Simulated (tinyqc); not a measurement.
Mass anisotropy: shallow donor in an anisotropic valley (effective-mass theory).

One valley: H = -c [(d2/dx2 + d2/dy2)/mt + (d2/dz2)/ml] - q/(eps r), c = hbar^2/2m0, q = e^2/(4 pi eps0). Trial function exp(-sqrt((x^2 + y^2)/a^2 + z^2/b^2)) with a > b: T = (c/3)(2/(mt a^2) + 1/(ml b^2)), V = -(q/eps) atan(u/b)/u, u = sqrt(a^2 - b^2). The central cell of the impurity is left out.

Constants: hbar^2/2m0 = 3.80998211 eV angstrom^2; e^2/(4 pi eps0) = 14.39964547 eV angstrom; Ry = 13.60569312 eV; a0 (Bohr radius) = 0.5291772105 angstrom.

Inputs chosen for the exercise (out of a larger set: near those of AlAs; not measured data):
- mt = 0.183 m0 (transverse mass)
- eps = 9.7 (dielectric constant)
- xs = (1.4, 2.6, 3, 6.2, 13, 17, 41, 290) (ratios ml/mt)

mt and eps fixed, ml varied. Energies in units of Ry*(mt) = Ry mt/eps^2 and lengths in a*(mt) = a0 eps/mt; the last two columns use one mass, 3/(1/ml + 2/mt) or (ml mt^2)^(1/3).

Results:

| ml/mt | a/a* | b/a | binding | conductivity mass | density-of-states mass |
|---|---|---|---|---|---|
| 1.40 | 0.932 | 0.887 | 1.115 | 1.105 | 1.119 |
| 2.60 | 0.829 | 0.713 | 1.337 | 1.258 | 1.375 |
| 3.00 | 0.809 | 0.678 | 1.389 | 1.286 | 1.442 |
| 6.20 | 0.720 | 0.526 | 1.660 | 1.388 | 1.837 |
| 13.0 | 0.652 | 0.407 | 1.935 | 1.444 | 2.351 |
| 17.0 | 0.631 | 0.371 | 2.032 | 1.457 | 2.571 |
| 41.0 | 0.576 | 0.274 | 2.333 | 1.482 | 3.448 |
| 290 | 0.502 | 0.141 | 2.877 | 1.497 | 6.619 |

The binding grows from 1.11 to 2.88 Ry*(mt); for ml going to infinity the exact problem becomes two-dimensional, with 4 Ry*. The conductivity mass saturates at 1.5 and underbinds, by 16 % at ml/mt = 6.2; the density-of-states mass errs by +11 % there and by +130 % in the last row. With these mt and eps one unit is 26.46 meV.

Program tinyqc; command `OMP_NUM_THREADS=1 python tinyqc.py 1282342 1282343 out.jsonl`; about 0.01 s on one thread of a shared Intel(R) Xeon(R) Processor @ 2.30GHz.
